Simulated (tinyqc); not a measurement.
# Biaxially strained (001) channel, valley splitting in an inversion layer, step by step

Numbers from tinyqc (`OMP_NUM_THREADS=1 python tinyqc.py 2530103 2530104 out.jsonl`; about 0.01 s on one thread of a shared Intel Xeon 2.30GHz). Printed values are rounded.

A thin layer grown on a relaxed buffer is stretched in the plane. The two valleys with their long axis along the growth direction (D2) sink against the four in-plane ones (D4); confinement in a triangular well splits them too. Only the lowest subband of each set is kept; one relaxation time, so the weakening of intervalley scattering is left out.

Parameters, values chosen for the exercise; values close to those of silicon on relaxed silicon-germanium: temperature T = 300 K; germanium share of the relaxed buffer x = 0.36; lattice mismatch per unit x b1 = 0.0418; elastic constant c11 = 162 GPa; elastic constant c12 = 62.9 GPa; shear deformation potential Xu = 9.01 eV; longitudinal mass ml = 0.941 m0; transverse mass mt = 0.187 m0; confining field F = 0.39 MV/cm; inversion density Ns = 8.8e11 cm^-2.

Constants: q = 1.602176634e-19 C, kB = 1.380649e-23 J/K, hbar = 1.054571817e-34 J s, m0 = 9.1093837015e-31 kg, Vt = kB T/q, hbar^2/(2 m0) = 0.0380998212 eV nm^2. Results are converted to the units shown.

## Strain, stress and splitting

e_par = b1 x, e_perp = -2 (c12/c11) e_par, splitting D = Xu (e_par - e_perp), in-plane stress (c11 + c12 - 2 c12^2/c11) e_par.

e_par = 1.50480 %
e_perp = -1.16854 %
D = 240.868 meV
stress = 2.64928 GPa

## Subband edges and densities of states

Levels E(m) = 2.33811 (hbar^2 q^2 F^2/(2 m))^(1/3): E2 = E(ml), E4 = E(mt) + D; N2 = 2 mt kB T/(pi hbar^2), N4 = 4 sqrt(mt ml) kB T/(pi hbar^2).

E2 = 0.0923320 eV
E4 = 0.399091 eV
N2 = 4.03890e12 cm^-2
N4 = 1.81204e13 cm^-2

Of the gap E4 - E2 = 307 meV, confinement gives 65.9 meV.

## Iteration 1: Fermi level by Newton steps

EF at the start = 0.0923 eV

f = N2 ln(1 + exp((EF - E2)/Vt)) + N4 ln(1 + exp((EF - E4)/Vt)) - Ns, f' = [N2/(1 + exp((E2 - EF)/Vt)) + N4/(1 + exp((E4 - EF)/Vt))]/Vt, EF(new) = EF - f/f'.

f = 1.91718e12 cm^-2
f' = 7.80723e13 cm^-2/eV
EF after iteration 1 = 0.0677436 eV

## Iteration 2: Fermi level by Newton steps

As before.

f = 4.39327e11 cm^-2
f' = 4.35372e13 cm^-2/eV
EF after iteration 2 = 0.0576527 eV

## Course of the iteration: Fermi level by Newton steps

Stop when EF changes by less than 1e-10 eV, or after 40 iterations.

Course of the iteration:
```
iteration	EF (eV)	|change| (eV)
1	0.0677436	0.0246
2	0.0576527	0.0101
3	0.0558567	1.80e-3
4	0.0558051	5.16e-5
5	0.0558051	4.14e-8
6	0.0558051	2.67e-14
```

Converged in 6 iterations. At the end the number of correct digits about doubles with each step.

## Share of the light valleys and conductivity mass

EF = 0.0558051 eV

EF solves Ns = N2 ln(1 + exp((EF - E2)/Vt)) + N4 ln(1 + exp((EF - E4)/Vt)); f2 is the share in D2, and 1/mc = f2/mt + (1 - f2)(1/mt + 1/ml)/2.

f2 = 0.999965
mc = 0.187003 m0

Without strain f2 would be 0.726 and mc 0.210 m0, so repopulation alone gains 12 % in mobility.
